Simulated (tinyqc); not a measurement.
Electromigration in a confined line: Blech product, Korhonen stress evolution and Black's law: one step, computed by the program tinyqc. Command: `OMP_NUM_THREADS=1 python tinyqc.py 3011240 3011241 out.jsonl emigr walk`. One thread of a shared host (Intel(R) Xeon(R) Processor @ 2.30GHz), about 0.01 s of CPU time with the checks.

The electron wind pushes atoms from the cathode (x = 0) to the anode (x = L); blocking ends build a back stress (tension positive). The input rho is taken not to change with temperature. d sigma/dt = d/dx [kappa (d sigma/dx + G)], with zero flux at both ends and sigma = 0 at t = 0.

Task: Driving force and diffusivities. G = Z* e rho j/Omega; D = D0 exp(-E/(k_B T)); kappa = D B Omega/(k_B T); drift velocity of an unconfined line v = D Z* e rho j/(k_B T). SI: 1 micro-ohm cm = 1e-8 ohm m, 1 MA/cm^2 = 1e10 A/m^2. Temperatures in kelvin are T(C) + 273.15.

Inputs (values chosen for the exercise, close to those used for ruthenium lines): resistivity rho = 14.1 micro-ohm cm; atomic volume Omega = 13.6 angstrom^3; effective charge number Z* = 1.4; prefactor D0 = 6.4e-07 m^2/s; activation energy E = 1.42 eV; effective modulus B = 60 GPa; current density j = 3.1 MA/cm^2; test temperature T = 220 C.

Start: stress-free.

Constants: e = 1.602176634e-19 C; k_B = 8.617333262e-05 eV/K; k_B = 1.380649e-23 J/K.

Give: stress gradient G; diffusivity D; kappa; drift velocity.

Result:

stress gradient G = 72.09 MPa/um

diffusivity D = 1.970e-21 m^2/s

kappa = 2.361e-19 m^2/s

drift velocity = 0.001021 nm/h
